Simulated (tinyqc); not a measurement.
From results back to parameters: Bethe-Salpeter matrix of a two-band chain (Tamm-Dancoff form). Four cases, with inputs chosen for the exercise.

Problem. Free pairs form the band Eg + 2t (1 - cos k). An infinite chain with attraction U in the same cell only has a bound pair with binding Eb = S - 2t and weight f = U/S at R = 0, where S = sqrt(4 t^2 + U^2). Both were computed from hidden U and t.

Case 1.

Eb = 0.482054 eV
f = 0.605405

Case 2.

Eb = 0.244699 eV
f = 0.516220

Case 3.

Eb = 0.195436 eV
f = 0.482406

Case 4.

Eb = 1.184178 eV
f = 0.878906

Find: S; U; t.

Solution. 2t = S sqrt(1 - f^2), so S = Eb/(1 - sqrt(1 - f^2)) and U = f S.

Case 1.

S = 2.362 eV
U = 1.43 eV
t = 0.94 eV

Case 2.

S = 1.705 eV
U = 0.88 eV
t = 0.73 eV

Case 3.

S = 1.575 eV
U = 0.76 eV
t = 0.69 eV

Case 4.

S = 2.264 eV
U = 1.99 eV
t = 0.54 eV

Computed by tinyqc, one run a case: `OMP_NUM_THREADS=1 python tinyqc.py N N+1 out.jsonl` with N = 1250017, 1250041, 1250084, 1250126; one thread of a shared Intel(R) Xeon(R) Processor @ 2.30GHz, about 0.1 s a run at most.
